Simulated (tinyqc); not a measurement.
# Short-channel transistor, virtual-source model with series resistance: what changes with what

The current per gate width is the charge at the top of the source barrier (the virtual source) times its velocity times a saturation function; al and be are fitting constants of the model. Units: I in uA/um, Rs in ohm um, so I Rs = 1e-6 I Rs in volts; Q in uC/cm^2, so I = 1e-4 Q vx0 Fsat with vx0 in cm/s.

Inputs (values chosen for the exercise): temperature T = 300 K; inversion capacitance Cinv = 2.18 uF/cm^2; velocity at the virtual source vx0 = 3.84e7 cm/s; apparent mobility mu = 110 cm^2/(V s); channel length L = 32 nm; threshold at zero drain voltage VT0 = 0.411 V; drain-induced barrier lowering dl = 0.177 V/V; subthreshold factor n0 = 1.53; growth of n with drain voltage nd = 0.05 1/V; threshold shift (in units of Vt) from weak to strong inversion al = 3.5; sharpness of saturation be = 1.6; series resistance of each contact Rs = 30 ohm um.

Constants: q = 1.602176634e-19 C, kB = 1.380649e-23 J/K, Vt = kB T/q. Results are converted to the units shown.

Each table varies one quantity; the others keep the values above.

## Effect of the drain-induced barrier lowering on the on and off currents

Intrinsic voltages Vg' = Vgs - I Rs, Vd' = Vds - 2 I Rs. n = n0 + nd Vd', VT = VT0 - dl Vd', Ff = 1/(1 + exp((Vg' - VT + al Vt/2)/(al Vt))), Q = Cinv n Vt ln(1 + exp((Vg' - VT + al Vt Ff)/(n Vt))), Vdsat = (vx0 L/mu)(1 - Ff) + Vt Ff, Fsat = u/(1 + u^be)^(1/be) with u = Vd'/Vdsat, and I = Q vx0 Fsat per width. I is solved self-consistently. Ion is I at Vgs = Vds = 0.6 V, Ioff at Vgs = 0, Vds = 0.6 V, and Rlin = Vds/I at Vgs = 0.6 V, Vds = 0.05 V.

Results:

| dl (V/V) | Ion (uA/um) | Ioff (nA/um) | log10(Ion/Ioff) | Rlin (ohm um) |
|---|---|---|---|---|
| 0 | 663.8 | 113.7 | 3.766 | 703.8 |
| 0.04 | 722.1 | 203.3 | 3.550 | 699.1 |
| 0.08 | 780.3 | 362.1 | 3.333 | 694.5 |
| 0.12 | 838.2 | 641.3 | 3.116 | 690.0 |
| 0.16 | 895.7 | 1127 | 2.900 | 685.5 |
| 0.2 | 952.8 | 1963 | 2.686 | 681.1 |
| 0.28 | 1065 | 5713 | 2.270 | 672.4 |

Estimate the missing row, dl = 0.24 V/V.

Computed row:

| dl (V/V) | Ion (uA/um) | Ioff (nA/um) | log10(Ion/Ioff) | Rlin (ohm um) |
|---|---|---|---|---|
| 0.24 | 1009 | 3376 | 2.476 | 676.7 |

With this row back in the table: As dl goes from 0 to 0.28 V/V, Ion rises from 664 to 1060 uA/um, Ioff rises from 114 to 5710 nA/um and Rlin falls from 704 to 672 ohm um. Ion changes by a factor of 1.60 and Ioff by 50.3. The off current depends on it through an exponential, the on current about linearly. For dl = 0.16 to 0.28 V/V the off current passes 1 uA/um, so the device is hardly off at Vgs = 0.

## Effect of the series resistance of each contact on the on and off currents

Same model as above.

Effect of the series resistance of each contact on the on and off currents:

| Rs (ohm um) | Ion (uA/um) | Ioff (nA/um) | log10(Ion/Ioff) | Rlin (ohm um) |
|---|---|---|---|---|
| 0 | 1116 | 1431 | 2.892 | 616.8 |
| 25 | 946.9 | 1429 | 2.821 | 672.6 |
| 50 | 828.3 | 1428 | 2.764 | 727.5 |
| 100 | 670.2 | 1424 | 2.673 | 835.7 |
| 150 | 567.9 | 1421 | 2.602 | 942.3 |
| 200 | 495.5 | 1418 | 2.543 | 1048 |
| 300 | 398.4 | 1412 | 2.451 | 1256 |
| 400 | 335.6 | 1406 | 2.378 | 1462 |

Read the table: what changes, and by how much?

As Rs goes from 0 to 400 ohm um, Ion falls from 1120 to 336 uA/um, Ioff falls from 1430 to 1410 nA/um and Rlin rises from 617 to 1460 ohm um. Ion changes by a factor of 0.301 and Ioff by 0.982. In every row the off current passes 1 uA/um, so the device is hardly off at Vgs = 0.

## Effect of the threshold at zero drain voltage on the on and off currents

Same model as above.

Result of one run:

| VT0 (V) | Ion (uA/um) | Ioff (nA/um) | log10(Ion/Ioff) | Rlin (ohm um) |
|---|---|---|---|---|
| 0.45 | 818.3 | 572.3 | 3.155 | 792.0 |

What becomes of these results when the threshold at zero drain voltage VT0 is changed from 0.45 to 0.15 V, all else the same?

Result of the changed run:

| VT0 (V) | Ion (uA/um) | Ioff (nA/um) | log10(Ion/Ioff) | Rlin (ohm um) |
|---|---|---|---|---|
| 0.15 | 1595 | 1.468e5 | 1.036 | 354.1 |

The whole series:

| VT0 (V) | Ion (uA/um) | Ioff (nA/um) | log10(Ion/Ioff) | Rlin (ohm um) |
|---|---|---|---|---|
| 0.15 | 1595 | 1.468e5 | 1.036 | 354.1 |
| 0.2 | 1469 | 8.158e4 | 1.255 | 389.0 |
| 0.25 | 1341 | 3.875e4 | 1.539 | 432.5 |
| 0.3 | 1211 | 1.573e4 | 1.887 | 488.1 |
| 0.35 | 1080 | 5620 | 2.284 | 560.7 |
| 0.4 | 948.9 | 1841 | 2.712 | 657.8 |
| 0.45 | 818.3 | 572.3 | 3.155 | 792.0 |
| 0.5 | 689.6 | 172.5 | 3.602 | 984.5 |

As VT0 goes from 0.15 to 0.5 V, Ion falls from 1600 to 690 uA/um, Ioff falls from 1.47e5 to 173 nA/um and Rlin rises from 354 to 984 ohm um. Ion changes by a factor of 0.432 and Ioff by 0.00118. The off current depends on it through an exponential, the on current about linearly. For VT0 = 0.15 to 0.4 V the off current passes 1 uA/um, so the device is hardly off at Vgs = 0.

Computed by the program tinyqc: `OMP_NUM_THREADS=1 python tinyqc.py 2380106 2380107 out.jsonl`, one thread of a shared Intel Xeon 2.30GHz, about 0.01 s for the whole run.
